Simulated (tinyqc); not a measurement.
# FinFET, parasitic resistance, capacitance and delay: effect of the number of fins

Nf fins under one contact; each has gated perimeter p = 2 Hf + Wf and cross-section A = Hf Wf; contact width Wc = Nf pf, stack height Hs = Hf. Contact length Lc = CPP - Lg - 2 Lsp, shared by two neighbouring gates. Source and drain sides are equal. The formulas are first-order estimates, not field solutions.

Epitaxy sheet resistance Rsh = re/te, transfer length LT = sqrt(rc/Rsh), contact Rc = [sqrt(rc Rsh)/Wc] coth(Lc/(2 LT)); extension of one fin Rx = rx Lsp/A. With N fins: gate Cg = Cinv p N Lg; per side, plate Cp = ks eps0 [Wc (Hs + Hc) - N A]/Lsp, top fringe Cf = (2/pi) ks eps0 Wc ln(1 + Lg/(2 Lsp)), overlap Co = Cinv p N Lov. One fin: I = p Q vx u/(1 + |u|^1.8)^(1/1.8), Q = Cinv n Vt ln(1 + exp((Vg' - VT + dl Vd')/(n Vt))), u = Vd' mu/(vx Lg), Vg' = Vgs - v, Vd' = Vds - 2 v, with the drop on each side v = Rc (sum of I) + Rx I. Ieff = [I(Vgs = Vdd, Vds = Vdd/2) + I(Vdd/2, Vdd)]/2, total currents. With Cs = Cp + Cf + Co, the load of an inverter of two such devices driving an equal one is CL = 2 (Cg + 2 Cs) + 4 Cs + Cw (own drains counted twice for the Miller effect); delay CL Vdd/(2 Ieff).

Parameters, values chosen for the exercise; values close to those of silicon logic devices:
- T = 300 K (temperature)
- Hf = 60 nm (fin height)
- Wf = 6 nm (fin width)
- pf = 34 nm (fin pitch)
- CPP = 70 nm (contacted gate pitch)
- Lg = 18 nm (gate length)
- Lsp = 7 nm (spacer length)
- ks = 3.3 (relative permittivity of the spacer)
- Hc = 30 nm (gate height above the channel stack)
- rc = 2.5e-9 ohm cm^2 (contact resistivity)
- re = 0.00035 ohm cm (resistivity of the source-drain epitaxy)
- te = 30 nm (current-carrying depth of the epitaxy)
- rx = 0.00052 ohm cm (resistivity of the extension)
- Lov = 2 nm (gate overlap)
- Cinv = 2.3 uF/cm^2 (inversion capacitance)
- vx = 1.2e7 cm/s (injection velocity)
- mu = 240 cm^2/(V s) (apparent mobility)
- VT = 0.3 V (threshold at zero drain voltage)
- dl = 0.064 V/V (barrier lowering)
- n = 1.14 (subthreshold factor)
- Cw = 0.15 fF (wire load)
- Vdd = 0.7 V (supply voltage)

Constants: q = 1.602176634e-19 C, kB = 1.380649e-23 J/K, eps0 = 8.8541878128e-12 F/m, Vt = kB T/q. Results are converted to the units shown.

Effect of the number of fins:
```
Nf  Rc (ohm)  Rx/N (ohm)  Ieff (uA)  CL (aF)  delay (ps)
1      408.5       101.1      70.55    395.0       1.960
2      204.2       50.56      141.1    640.1       1.588
3      136.2       33.70      211.6    885.1       1.464
4      102.1       25.28      282.2     1130       1.402
5      81.70       20.22      352.7     1375       1.365
6      68.08       16.85      423.3     1620       1.340
```

As Nf goes from 1 to 6, Ieff rises from 70.5 to 423 uA, CL rises from 395 to 1620 aF and the delay falls from 1.96 to 1.34 ps. From the first row to the last Ieff grows by a factor of 6.00 and CL by 4.10; the first step changes the delay by -19 %, the last by -1.8 %.

Computed by the program tinyqc: `OMP_NUM_THREADS=1 python tinyqc.py 2170094 2170095 out.jsonl`, one thread of a shared Intel Xeon 2.30GHz, about 0.03 s for the whole run.
